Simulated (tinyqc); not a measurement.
# One-sided p+-n junction, ionisation integral and breakdown: multiplication against voltage

A p+ layer at x < 0 and an n drift layer from x = 0. Depletion approximation, built-in voltage neglected. Local ionisation coefficients alpha_n = an exp(-(bn/E)^mx), alpha_p = ap exp(-(bp/E)^mx). Electrons move towards +x, holes towards x = 0.

W = sqrt(2 eps0 eps_r V/(q N)), peak field E0 = q N W/(eps0 eps_r), falling linearly to 0 at W. G(x) = integral from 0 to x of (alpha_n - alpha_p); I_n = integral of alpha_n exp(-G) (electrons injected at x = 0), I_p = integral of alpha_p exp(G(end) - G) (holes injected at the far edge); M = 1/(1 - I). Integrals on a fine grid; BV is where I_n = 1. Here BV = 2568.46 V; the Miller exponent is n = ln(1 - 1/M)/ln(V/BV).

Values chosen for this exercise; material values close to those of gallium nitride:
- eps_r = 9.44 (relative permittivity)
- an = 2.71e8 1/cm (prefactor of the electron ionisation coefficient)
- bn = 3.23e7 V/cm (field constant for electrons)
- ap = 1.25e8 1/cm (prefactor of the hole ionisation coefficient)
- bp = 2.08e7 V/cm (field constant for holes)
- mx = 1 (exponent)
- N = 6e15 cm^-3 (donor density of the drift layer)

Constants: q = 1.602176634e-19 C, eps0 = 8.8541878128e-14 F/cm where lengths are in cm. Results are converted to the units shown.

Result of one run:
```
E0 (kV/cm),I_n,I_p,M_n,M_p,"Miller n, electrons","Miller n, holes"
2.03e3,0.00457,0.487,1.00,1.95,15.2,2.03
```

Which reverse voltage V gave this result: 1800, 2050, 2360 or 2530 V?

V = 1800 V.

The whole series:
```
V (V),E0 (kV/cm),I_n,I_p,M_n,M_p,"Miller n, electrons","Miller n, holes"
1030,1.54e3,1.23e-5,0.0146,1.00,1.01,12.4,4.63
1280,1.72e3,1.34e-4,0.0699,1.00,1.08,12.8,3.82
1540,1.88e3,9.08e-4,0.222,1.00,1.29,13.7,2.94
1800,2.03e3,0.00457,0.487,1.00,1.95,15.2,2.03
2050,2.17e3,0.0202,0.763,1.02,4.22,17.3,1.20
2210,2.25e3,0.0557,0.891,1.06,9.19,19.2,0.766
2360,2.33e3,0.163,0.962,1.19,26.2,21.4,0.460
2470,2.38e3,0.401,0.988,1.67,85.1,23.4,0.302
2530,2.41e3,0.690,0.996,3.23,278,24.6,0.239
```

M_n rises from 1.000 to 3.23 and M_p from 1.015 to 278; both diverge at BV. The Miller exponent for electrons rises from 12.4 to 24.6 and that for holes falls from 4.63 to 0.239, so one exponent describes neither over the whole range. The larger multiplication belongs to holes, whose coefficient at the peak field of the last row is 54.2 times the other.

tinyqc, about 0.07 s, one thread, Intel Xeon 2.30GHz (shared host): `OMP_NUM_THREADS=1 python tinyqc.py 2120068 2120069 out.jsonl`
